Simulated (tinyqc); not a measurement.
Born-von Karman spring model of a cubic crystal with one atom per cell: one step, computed by the program tinyqc. Command: `OMP_NUM_THREADS=1 python tinyqc.py 3010585 3010586 out.jsonl springs walk`. One thread of a shared host (Intel(R) Xeon(R) Processor @ 2.30GHz), about 0.2 s of CPU time with the checks.

First neighbours lie at a/2 (1,1,0) (12 of them), second at a (1,0,0) (6), with all permutations and signs; the volume per atom is Omega = a^3/4. Two shells of springs match a real metal only roughly, above all at the zone boundary.

Task: Sound velocities. rho = M/Omega and v = sqrt(C/rho), with C = C11, C44, C44 along [100]; (C11 + C12 + 2 C44)/2, C44, (C11 - C12)/2 along [110]; (C11 + 2 C12 + 4 C44)/3 and twice (C11 - C12 + C44)/3 along [111].

Inputs (values chosen for the exercise, modelled on gold): lattice constant a = 4.08 angstrom; atomic mass M = 196.97 u.

Lattice: fcc.

C11 = 191.6329 GPa

C44 = 40.52564 GPa

C12 = 163.6733 GPa

Constants: u = 1.6605390666e-27 kg.

Give: density rho; Velocities (m/s).

Result:

density rho = 19263 kg/m^3

Velocities (m/s):

| direction | longitudinal | transverse 1 | transverse 2 |
|---|---|---|---|
| [100] | 3154.1 | 1450.4 | 1450.4 |
| [110] | 3365.4 | 1450.4 | 851.9 |
| [111] | 3433.0 | 1088.6 | 1088.6 |

Along [110] the two transverse waves differ by a factor sqrt(2 C44/(C11 - C12)) = 1.703.
